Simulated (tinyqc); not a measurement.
Keating valence-force model of a tetrahedral crystal: one step, computed by the program tinyqc.

Atom A sits at 0 and atom B at a/4 (1,1,1) of an fcc lattice; the four bonds from A are t = a/4 (1,1,1), a/4 (1,-1,-1), a/4 (-1,1,-1), a/4 (-1,-1,1), of length d = sqrt(3) a/4. Energy: E = (3 alpha/(8 d^2)) sum over bonds (r.r - d^2)^2 + (3 beta/(8 d^2)) sum over pairs of bonds at one atom (r_i.r_j + d^2/3)^2, with beta_A for the six pairs at A and beta_B for the six at B. The cell holds two atoms, Omega = a^3/4. 1 N/m = 1 J/m^2. With constants fitted to the elastic moduli this model puts optical and zone-boundary frequencies of real crystals too high, by up to about 20 % in elemental crystals and up to about 50 % in compounds, and mostly by more for TA modes; in compounds the lattice part of the static dielectric constant then comes out too low.

Question. Frequencies at q. Diagonalise the Hermitian matrix D. An eigenvalue lambda of D in eV/(angstrom^2 u) gives nu = 15.6333042 THz x sqrt(lambda). The weight on A is the sum of |e|^2 over the three components of atom A.

Structure: zinc blende.

D(q) (eV/(angstrom^2 u)), lower triangle (Hermitian):
```
                      A x                   A y                   A z                   B x
A x             0.1598434
A y             0.0017234             0.1525184
A z  0.0000000-0.0017234i  0.0000000-0.0003852i             0.1525184
B x            -0.0955241             0.0168073  0.0000000+0.0168073i             0.1323359
B y             0.0168073            -0.0955241  0.0000000+0.0751917i             0.0014268
B z  0.0000000+0.0168073i  0.0000000+0.0751917i            -0.0955241  0.0000000+0.0014268i

                      B y        B z
B y             0.1262714
B z  0.0000000+0.0003189i  0.1262714
```

Constants: nu for 1 eV/(angstrom^2 u) = 15.6333042 THz.

Give: frequencies; weights on atom A.

Answer.

frequencies (THz): 1.796  1.957  3.521  7.661  8.039  8.056

weights on atom A: 0.4480  0.4470  0.4278  0.5715  0.5527  0.5529
